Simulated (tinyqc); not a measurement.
MOSFET in saturation, small-signal circuit and noise: two steps of the calculation.

Bias by the inversion coefficient IC = I/Ispec (charge-based model with velocity saturation; weak inversion below 0.1, strong above 10). Common-source circuit: gm, gds, Cgs, Cgd and Cj at the inner nodes, Rg in series with the gate; quasi-static, no source or drain resistance, no gate-body capacitance, no substrate network, no induced gate noise, so fmax is an upper estimate.

Values chosen for this exercise: temperature T = 350 K; gate length L = 130 nm; total gate width W = 80 um; gate capacitance Cox = 1.42 uF/cm^2; mobility mu = 310 cm^2/(V s); slope factor n = 1.16; velocity-saturation length Ls = 25 nm; ratio gds/gm sg = 0.027; inversion coefficient IC = 7.3; short-channel excess of the noise factor gw = 0.12; oxide trap density Nt = 4.8e17 cm^-3 eV^-1; tunnelling length into the oxide lt = 0.1 nm; Coulomb scattering coefficient ac = 10000 V s/C.

Constants: q = 1.602176634e-19 C, kB = 1.380649e-23 J/K, Vt = kB T/q. Results are converted to the units shown.

Task 1. Current, transconductance and gain. Ispec = 2 n mu Cox (W/L) Vt^2, lc = Ls/L, gms = [sqrt((lc IC + 1)^2 + 4 IC) - 1]/[2 + lc (lc IC + 1)], gm = gms Ispec/(n Vt), gds = sg gm.

Give: Ispec; I; gms; gm; gds; gm/I.

Result 1.

Ispec = 571.70 uA
I = 4173.4 uA
gms = 1.9958
gm = 32.613 mS
gds = 0.88055 mS
gm/I = 7.8145 1/V

Task 2. Noise at the gate. Channel noise Sid = 4 kB T gam n gm with gam = (1/2 + (2/3) qs)/(1 + qs) + gw lc IC, qs = [sqrt(1 + 4 IC) - 1]/2, lc = Ls/L (the last term an empirical rise with velocity saturation); at the gate, white noise Sw = Sid/gm^2 + 4 kB T Rg. Number fluctuation with correlated mobility: S(f) = K/f, K = q^2 Vt lt Nt/(W L Cox^2) (1 + ac mu Cox I/gm)^2, Vt in eV with Nt per eV. Corner fc = K/Sw. Full shot noise would be 2 q I.

I = 4173.3940 uA
gm = 32.612843 mS
Rg = 3.8141026 ohm

Wanted: gam; Sid; Sid/(2 q I); sqrt(Sw); K; fc.

Result 2.

gam = 0.7838
Sid = 5.732e-22 A^2/Hz
Sid/(2 q I) = 0.4286
sqrt(Sw) = 0.7827 nV/Hz^0.5
K = 4.331e-11 V^2
fc = 70.70 MHz

The gate resistance gives 12 % of the white noise power.

Program tinyqc, `OMP_NUM_THREADS=1 python tinyqc.py 2150051 2150052 out.jsonl`; Intel Xeon 2.30GHz, shared host, one thread, about 0.01 s.
